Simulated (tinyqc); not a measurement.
Domain walls in a thin film with perpendicular anisotropy: Bloch, Neel and chiral walls, motion and stripe domains: one step, computed by the program tinyqc. Command: `OMP_NUM_THREADS=1 python tinyqc.py 3011784 3011785 out.jsonl mwall walk`. One thread of a shared host (Intel(R) Xeon(R) Processor @ 2.30GHz), about 0.01 s of CPU time with the checks.

One-dimensional wall: polar angle theta(x), azimuth phi of the moment in the wall (phi = 0 Neel, 90 degrees Bloch). mu_0 = 1.25663706212e-6 T m/A, gamma = 1.76085963023e11 rad/(s T).

Task: Stripe domains. Dipolar length l = sigma/(mu_0 M_s^2); for t much smaller than the period the domain width is w = 0.955 t exp(pi l/t) (Kaplan and Gehring), given as log10 of w in nm.

Inputs (values chosen for the exercise, for a model film): saturation magnetisation M_s = 933 kA/m; thickness t = 1.1 nm.

wall energy sigma = 4.440035 mJ/m^2

Give: dipolar length l; log10 of the domain width in nm.

Result:

dipolar length l = 4.0589 nm

log10 of the domain width in nm = 5.0559

Equilibrium domains are about 110000 nm wide.
